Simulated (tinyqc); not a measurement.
What moves the results: carbon nanotube by zone folding. A value that a table varies takes the place of the one given here.

Circumference C = n a1 + m a2, a = sqrt3 acc; d = a sqrt(n^2 + nm + m^2)/pi; tan(theta) = sqrt3 m/(2n + m); dR = gcd(2n + m, 2m + n); T = t1 a1 + t2 a2 with t1 = (2m + n)/dR, t2 = -(2n + m)/dR, |T| = sqrt3 pi d/dR; N = 2 (n^2 + nm + m^2)/dR hexagons a cell. On cutting line mu = 0 to N - 1 at x = k|T|/(2 pi) the phases are p1 = 2 pi (-t2 mu + m x)/N, p2 = 2 pi (t1 mu - n x)/N, and E = -/+ t |1 + exp(i p1) + exp(i p2)|.

Inputs chosen for the exercise (near those used for carbon; shifted at random, so the results belong to these values and not to a real crystal):
- t = 2.61 eV (hopping)
- acc = 1.42 angstrom (bond length)
- tubes = ((11, 9), (10, 6), (6, 5), (13, 8), (11, 10), (8, 3), (9, 4)) (pairs (n, m))
- n = 16 (chiral index)
- m = 0 (chiral index)

## Semiconducting tubes compared

E11 and E22 are twice the two lowest band edges; the cone gives E11 d = 2 t acc and E22/E11 = 2.

Tubes:
```
(n,m)    d (angstrom)  theta (deg)  (n - m) mod 3  E11 (eV)  E22 (eV)  E11 d/(2 t acc)  E22/E11
(11,9)          13.58         26.7              2    0.5464    1.0773            1.001    1.972
(10,6)          10.96         21.8              1    0.6686    1.3626            0.989    2.038
(6,5)            7.47         27.0              1    0.9818    1.9561            0.989    1.992
(13,8)          14.37         22.2              2    0.5184    1.0123            1.005    1.953
(11,10)         14.24         28.4              1    0.5188    1.0367            0.997    1.998
(8,3)            7.71         15.3              2    0.9779    1.8143            1.017    1.855
(9,4)            9.03         17.5              2    0.8314    1.5710            1.013    1.890
```

How do the results move?

E11 follows 1/d first. For mod 1 the scaled E11 lies below one (0.989 to 0.997) and E22/E11 on both sides of two (1.992 to 2.038). For mod 2 the scaled E11 lies above one (1.001 to 1.017) and E22/E11 below two (1.855 to 1.972). The largest departure of the scaled E11 is that of (8,3); warping acts as cos(3 theta)/d, most for thin tubes near zigzag. Below about 8 angstrom curvature, left out of zone folding, changes the gaps further.

## Neighbouring tubes

Diameter, chiral angle and twice the lowest band edge. Each row changes one parameter from the base and keeps the others.

Results:
```
case                 d (angstrom)  theta (deg)  gap (eV)
base                       12.526         0.00    0.5802
n = 17                     13.309         0.00    0.5665
m = 1                      12.935         3.00    0.0000
t = 2.74 eV                12.526         0.00    0.6090
acc = 1.46 angstrom        12.879         0.00    0.5802
```

What can be read from the table?

The largest shifts from the base row, up to three for each result and ties (the steps differ in size, so this ranks the rows, not the parameters). d (angstrom): n +0.783, m +0.409, acc +0.353; unchanged at the printed digits by t. theta (deg): m +3.00; unchanged at the printed digits by n, t and acc. gap (eV): m -0.5802, t +0.0289, n -0.0137; unchanged at the printed digits by acc. In zone folding the gap does not depend on acc at fixed (n, m); a step in n or m changes (n - m) mod 3 and closes the gap where that becomes zero.

(tinyqc, `OMP_NUM_THREADS=1 python tinyqc.py 1450353 1450354 out.jsonl`, Intel(R) Xeon(R) Processor @ 2.30GHz, 1 thread, shared host, about 0.07 s.)
